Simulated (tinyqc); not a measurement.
Inside a calculation. Method: lattice vibrations of a chain. Computed by tinyqc, a small Python program that keeps every step. Command: `OMP_NUM_THREADS=1 python tinyqc.py 20837 20838 out.jsonl` (the two numbers bound the seeds that draw the settings). One thread of a shared host (Intel(R) Xeon(R) Processor @ 2.60GHz), about 0.01 s of CPU time with the checks.

## Dynamical matrix at q = 0.34

A chain moving along its axis:
```
atom,mass (u),spring to the next atom (eV/angstrom^2)
1,93.300000,24.800000
2,60.800000,5.200000
3,28.600000,23.200000
4,23.300000,6.500000
second neighbours,-,2.900000
```

q is in units of 2 pi/a. A spring k from atom i to atom j, n cells on, adds k to Phi_ii and Phi_jj, -k exp(2 pi i q n) to Phi_ij and the conjugate to Phi_ji (for one atom a cell: 2k (1 - cos 2 pi q n)); D_ij = Phi_ij / sqrt(m_i m_j).

D(q) (eV/(angstrom^2 u)), lower triangle (Hermitian):
```
,1,2,3,4
1,0.397642
2,-0.329275,0.588816
3,-0.026059-0.047401i,-0.124701,1.195804
4,0.074700-0.117708i,-0.035764-0.065055i,-0.898725,1.523605
```

## Frequencies

omega^2 are the eigenvalues; wavenumber = 521.4708 sqrt(eigenvalue) 1/cm.

eigenvalues: 0.096925  0.459090  0.869835  2.280017

wavenumbers (1/cm): 162.3  353.3  486.3  787.4

weights |e|^2 of the mass-weighted modes:
```
,mode 1,mode 2,mode 3,mode 4
atom 1,0.552452,0.116931,0.328609,0.002008
atom 2,0.321549,0.083141,0.594134,0.001176
atom 3,0.068483,0.477593,0.046125,0.407798
atom 4,0.057516,0.322335,0.031132,0.589018
```

## Dispersion and heat capacity

C/k_B per atom = mean over q = (j + 1/2)/80, j = 0..39 and all branches of y^2 e^y/(e^y - 1)^2, y = hc wavenumber / k_B T.

Wavenumbers (1/cm):
```
q,branch 1,branch 2,branch 3,branch 4
0.000000,0.000000,399.536657,479.149540,786.466405
0.062500,32.579713,397.555566,479.611719,786.513802
0.125000,64.672601,391.831465,480.846350,786.648316
0.187500,95.738177,382.929473,482.506074,786.848357
0.250000,125.101786,371.629848,484.236878,787.082380
0.312500,151.804802,358.964166,485.777113,787.314330
0.375000,174.319920,346.484044,486.963655,787.509364
0.437500,190.150943,336.681641,487.705165,787.638871
0.500000,196.021895,332.821913,487.956789,787.684195
```

Heat capacity:
```
T (K),C/k_B per atom
20,0.044281
50,0.116807
100,0.239915
200,0.503251
300,0.683877
600,0.893277
1200,0.970775
```

zero-point energy per atom = 27.228561 meV
